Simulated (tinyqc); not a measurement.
# Inputs raised by 2 %, one at a time

Model: regular and subregular solution with a miscibility gap. Computed by tinyqc, a small Python program. Command: `OMP_NUM_THREADS=1 python tinyqc.py 3000229 3000230 out.jsonl regsol sens`. One thread of a shared host (Intel(R) Xeon(R) Processor @ 2.30GHz), about 0.02 s of CPU time with the checks.

Per mole of mixing sites: G(x) = x (1 - x) [L0 + L1 (1 - 2x)] + R T [x ln x + (1 - x) ln(1 - x)], x the fraction of B.

Inputs (values chosen for the exercise, modelled on GaAs(1-x)Sb(x)):

| quantity | value | unit |
|---|---|---|
| lattice constant a_A | 5.653 | angstrom |
| lattice constant a_B | 6.096 | angstrom |
| constant K | 48100 | kJ angstrom^2.5/mol |
| asymmetry L1 | 2.4 | kJ/mol |
| temperature T | 667 | K |
| start value s0 | 0.02 | - |

Source of L0: delta-lattice-parameter rule.

Constants: R = 8.314462618 J/(mol K).

Method:
- A bonding enthalpy -K a^(-2.5) with a linear in x gives L0 = 4.375 K (a_A - a_B)^2/abar^4.5, abar the mean lattice constant; eta = (a_B - a_A)/abar.
- The spinodal is G'' = 0, R T_s(x) = x (1 - x) [2 L0 + 6 L1 (1 - 2x)]; the critical point is its maximum.
- G' = L0 (1 - 2x) + L1 (1 - 6x + 6x^2) + R T ln[x/(1 - x)]; G'' = -2 L0 - 6 L1 (1 - 2x) + R T/[x (1 - x)].
- Solve G'' = 0 on each side of x_c.
- Common tangent: F1 = G'(x1) - G'(x2) = 0 and F2 = [G - x G'](x1) - [G - x G'](x2) = 0. Newton step: J = [[G''(x1), -G''(x2)], [-x1 G''(x1), x2 G''(x2)]], J dx = -F; a step that would leave 0 < x < 1 is halved until it stays inside. The start is x1 = s0, x2 = 1 - s0.
- Stop when the step is below 1e-12, or when x1 and x2 meet within 1e-5; residuals under 1e-7 are shown as 0.

Runs:

| input moved | from | to | solubility limit x1 | solubility limit x2 | spinodal x_s1 | critical composition x_c |
|---|---|---|---|---|---|---|
| base run | - | - | 0.07139 | 0.8175 | 0.1781 | 0.3918 |
| constant K (kJ angstrom^2.5/mol) | 48100 | 49062 | 0.06660 | 0.8291 | 0.1741 | 0.3935 |
| lattice constant a_B (angstrom) | 6.096 | 6.21792 | 0.01317 | 0.9668 | 0.1124 | 0.4245 |
| asymmetry L1 (kJ/mol) | 2.4 | 2.448 | 0.07049 | 0.8167 | 0.1768 | 0.3902 |
| temperature T (K) | 667 | 680.34 | 0.07749 | 0.8060 | 0.1837 | 0.3918 |

Exponents ln(y'/y) / ln(x'/x):

| input | solubility limit x1 | solubility limit x2 | spinodal x_s1 | critical composition x_c |
|---|---|---|---|---|
| constant K | -3.508 | 0.714 | -1.157 | 0.207 |
| lattice constant a_B | -85.369 | 8.470 | -23.239 | 4.042 |
| asymmetry L1 | -0.641 | -0.051 | -0.381 | -0.209 |
| temperature T | 4.139 | -0.712 | 1.559 | 0.000 |

To which inputs is each result most sensitive?

Among the inputs moved here: solubility limit x1 answers most in size to lattice constant a_B (exponent -85.369), next to temperature T (+4.139). Solubility limit x2 answers most in size to lattice constant a_B (exponent +8.470), next to constant K (+0.714). Spinodal x_s1 answers most in size to lattice constant a_B (exponent -23.239), next to temperature T (+1.559). Critical composition x_c answers most in size to lattice constant a_B (exponent +4.042), next to asymmetry L1 (-0.209); its exponent is below 0.0005 for temperature T.
